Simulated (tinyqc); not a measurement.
Strained alloy layer of InP and GaP on (001) GaAs, model-solid band line-up: one step of the calculation.

The layer is x parts of the first compound and 1 - x of the second, grown coherently on the third as substrate and barrier. Rows of the table: lattice constant a, average valence level Ea on an absolute scale, spin-orbit splitting so, gaps at Gamma, X and L, hydrostatic deformation potentials av and ac (Gamma), shear potential b, elastic constants, electron and heavy-hole (along z) masses. All are interpolated linearly in x; gaps get -C x (1 - x), taken wholly in the conduction band; real line-ups can differ from this model by 0.1 eV or more.

Task. Critical thickness. In-plane strain e = (a_substrate - a)/a. Matthews-Blakeslee for 60-degree dislocations in a single layer: hc = k (ln(hc/bv) + 1), k = bv (1 - nu/4)/(4 pi |e| (1 + nu)), nu = c12/(c11 + c12), bv = a/sqrt(2); the larger root.

Inputs (values chosen for the exercise):
- x = 0.48 (fraction of the first compound in the layer)
- CG = 0.65 eV (bowing of the Gamma gap)
- CX = 0.2 eV (bowing of the X gap)
- CL = 1.03 eV (bowing of the L gap)
- Lw = 14.4 nm (layer thickness)

Binary compounds, values chosen for the exercise:
```
              close to InP  close to GaP  close to GaAs
a (angstrom)         5.869         5.451          5.653
Ea (eV)              -7.04          -7.4          -6.92
so (eV)              0.109        0.0811          0.341
EG (eV)               1.36          2.81           1.42
EX (eV)               2.21          2.27            1.9
EL (eV)               1.94          2.57           1.73
av (eV)               1.26          1.69           1.17
ac (eV)              -5.09          -7.1          -7.11
b (eV)               -1.72         -1.81          -1.72
c11 (GPa)             99.6           142            117
c12 (GPa)             56.2          61.6           53.4
me (m0)             0.0791         0.129         0.0672
mh (m0)              0.537         0.334           0.35
```

Wanted: nu; bv; hc.

Result.

nu = 0.3266
bv = 0.3996 nm
hc = 785.2 nm

The layer, Lw = 14.4 nm, is thinner than hc, so it stays coherent by this criterion.

Computed by the program tinyqc: `OMP_NUM_THREADS=1 python tinyqc.py 2690108 2690109 out.jsonl`, one thread of a shared Intel Xeon 2.30GHz, about 0.01 s for the whole run.
